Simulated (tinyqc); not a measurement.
# One-dimensional ballistic tunnel FET, two-band WKB: effects of single changes

A p-type source for x < 0 with its Fermi level at 0 and its valence edge at ds; in the channel the bands fall as D exp(-x/lam) towards their flat values, with the conduction edge at Ec = ds - dP and D = dP + Eg. The gate moves dP one to one. The drain Fermi level lies at -Vd and the drain side reflects nothing. For w = E - Ec between 0 and dP an electron crosses the gap. Two-band dispersion with equal masses m: inside the gap kappa = sqrt(m u (1 - u/Eg)/C), u the distance from a band edge, C = hbar^2/(2 m0).

Parameters, values chosen for the exercise; band and dielectric values close to those of In0.53Ga0.47As:
```
symbol  value  unit                                           meaning
T          77     K                                       temperature
Eg      0.749    eV                                          band gap
m       0.039    m0              band-edge mass of the two-band model
lam       3.1    nm           screening length of the source junction
ds       0.16    eV  source valence edge above the source Fermi level
Vd        0.3     V                                        drain bias
g           1              number of degenerate subbands (spin apart)
dP       0.37    eV        tunnelling window Ev(source) - Ec(channel)
```

Constants: q = 1.602176634e-19 C, kB = 1.380649e-23 J/K, hbar = 1.054571817e-34 J s, h = 6.62607015e-34 J s, m0 = 9.1093837015e-31 kg, Vt = kB T/q, hbar^2/(2 m0) = 0.0380998212 eV nm^2. Results are converted to the units shown.

Each table varies one quantity; the others keep the values above.

## Effect of the band gap with the mass tied to it

The mass follows the gap, m = 0.039 Eg/0.749 eV. S(w) = 2 lam int_0^Eg kappa(u) du/(w + Eg - u) = 2 pi lam sqrt(m/(C Eg)) [w + Eg/2 - sqrt(w (w + Eg))], T(w) = exp(-S). I = g (2 q^2/h) int_0^dP T(w) [f(E) - f(E + Vd)] dw, E = ds - dP + w, f(x) = 1/(1 + exp(x/Vt)). Swing = d(dP)/d(log10 I).

Effect of the band gap with the mass tied to it:
```
Eg (eV)  T(w = dP)    I (uA)  swing (mV/decade)
0.2         0.7827     8.396              364.1
0.37        0.4854     3.408              288.9
0.54        0.2566     1.215              239.8
0.71        0.1207    0.3984              205.9
0.89       0.04927    0.1145              180.0
1.06       0.01964   0.03356              161.5
1.23      0.007380  0.009466              146.9
1.4       0.002639  0.002584              135.2
```

What does the comparison show?

T(w = dP) falls from 0.783 to 0.00264 and I falls from 8.40 to 0.00258 uA; the swing falls from 364 to 135 mV/decade. With m/Eg fixed, S depends on the gap only through w + Eg/2 - sqrt(w (w + Eg)). For Eg = 0.2, 0.37, 0.54 S at w = dP is below 2, where a WKB prefactor of 1 is a rough guess.

## Effect of the screening length

Same model as above.

Results:
```
lam (nm)  T(w = dP)    I (uA)  swing (mV/decade)
1            0.4761     4.156              334.9
2.3          0.1814    0.8022              236.1
3.6         0.06911    0.1695              182.0
6.1         0.01081  0.009813              126.6
7.4        0.004117  0.002333              109.5
8.7        0.001569  5.661e-4              96.49
10         5.978e-4  1.396e-4              86.31
```

Estimate the missing row, lam = 4.9 nm.

Computed row:
```
lam (nm)  T(w = dP)   I (uA)  swing (mV/decade)
4.9         0.02633  0.03786              148.2
```

With this row back in the table: I falls from 4.16 to 1.40e-4 uA, on average 0.497 decades a nanometre; S is proportional to lam, and at w = dP it gives 0.322. The swing falls from 335 to 86.3 mV/decade. In 2 of the 8 rows S at w = dP is below 2, where a WKB prefactor of 1 is a rough guess.

## Effect of the source degeneracy

Same model as above.

Effect of the source degeneracy:
```
ds (eV)   I (uA)  swing (mV/decade)
-0.05      1.119              415.8
0          1.141              380.8
0.05      0.8454              313.4
0.1       0.5622              256.6
0.15      0.3422              209.0
0.2       0.1835              162.9
0.25     0.08030              118.3
0.3      0.02383              74.71
```

I goes from 1.12 through a maximum of 1.14 (at ds = 0 eV among the rows listed) to 0.0238 uA, and the swing falls from 416 to 74.7 mV/decade. The screening length is held fixed, though doping would change it.

Computed by the program tinyqc: `OMP_NUM_THREADS=1 python tinyqc.py 2620138 2620139 out.jsonl`, one thread of a shared Intel Xeon 2.30GHz, about 0.02 s for the whole run.
